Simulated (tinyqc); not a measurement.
Mesh and choice of bands: charge neutrality level from zone-averaged pseudopotential bands.

Empirical pseudopotential on the fcc lattice, atoms at +/- tau, tau = a (1,1,1)/8, no spin-orbit coupling. H(G,G') = c (2 pi/a)^2 |k + G|^2 delta + VS(q) cos(q.tau) + i VA(q) sin(q.tau), q = G - G', c = hbar^2/2m0; k and G in units of 2 pi/a; VS at |q|^2 = 3, 8, 11 and VA at 3, 4, 11, in rydberg, zero elsewhere. At each k the basis holds all G with |k + G|^2 up to 16; energies are counted from the fourth level at Gamma.

Mesh: k = sum_i (n_i + 1/2)/N b_i, n_i = 0 ... N - 1, b = (-1,1,1), (1,-1,1), (1,1,-1); points with the same sorted |kx|, |ky|, |kz| after folding to the shortest k + G are joined, with their count as weight. Neutrality (branch-point) level: E_N = (1/2) mean over k of [E5 + (E3 + E4)/2], E_n the n-th level from below.

Constants: hbar^2/2m0 = 3.80998211 eV angstrom^2; Ry = 13.60569312 eV.

Parameters, chosen for this exercise (out of a larger set: classic local form factors of the size used for InAs, without spin-orbit coupling; not measured data): a = 6.025 angstrom (lattice constant); VS = (-0.224, 0.001, 0.049) Ry (symmetric form factors); VA = (0.079, 0.05, 0.029) Ry (antisymmetric form factors).

E_N with E5 alone, and with (E5 + E6)/2 in its place.

Results:

| N | joined points | E_N (eV) | E_N, two conduction bands (eV) |
|---|---|---|---|
| 1 | 1 | 0.4066 | 1.2748 |
| 2 | 2 | 0.5778 | 1.2322 |
| 3 | 6 | 0.7487 | 1.1183 |
| 4 | 10 | 0.7220 | 1.1394 |
| 5 | 19 | 0.7347 | 1.1313 |

For scale, the lowest gap of this set is 0.44 eV. Against N = 5 the errors are -328, -157, +14 and -13 meV for N = 1 to 4 (N = 1 is the L point alone). Taking the second conduction band in moves E_N by +0.40 eV, more than the mesh error at N = 2: the definition, not the mesh, limits the estimate. Local form factors place the indirect gaps only to a few tenths of an eV, and E_N moves with them.

Run: tinyqc, `OMP_NUM_THREADS=1 python tinyqc.py 1850542 1850543 out.jsonl`; Intel(R) Xeon(R) Processor @ 2.30GHz, one thread, shared host; about 0.1 s of CPU time with all checks.
